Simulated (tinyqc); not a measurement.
Capillary instabilities by surface diffusion: grooving and agglomeration of films, edge retraction, wire break-up and smoothing of roughness: one step, computed by the program tinyqc.

Isotropic surface energy; shapes change by surface diffusion alone.

Task: The Mullins constant. B = D_s nu gamma_s Omega^2/(k_B T), D_s = D0 exp(-Q/(k_B T)).

Inputs (values chosen for the exercise, of the order of those of a ruthenium film):
```
quantity                value        unit
surface energy gamma_s   2.83       J/m^2
atomic volume Omega      13.6  angstrom^3
surface sites nu           12      1/nm^2
prefactor D0            2e-05       m^2/s
activation energy Q      2.12          eV
temperature T            1515           K
time t                   1000           s
```

Constants: k_B = 8.617333262e-05 eV/K; k_B = 1.380649e-23 J/K.

Give: D_s; B; length (B t)^(1/4).

Result:

D_s = 1.773e-12 m^2/s

B = 5.324e+05 nm^4/s

length (B t)^(1/4) = 151.9 nm

Lengths grow as t^(1/4): doubling one takes 16 times as long, or roughly 340 K more.
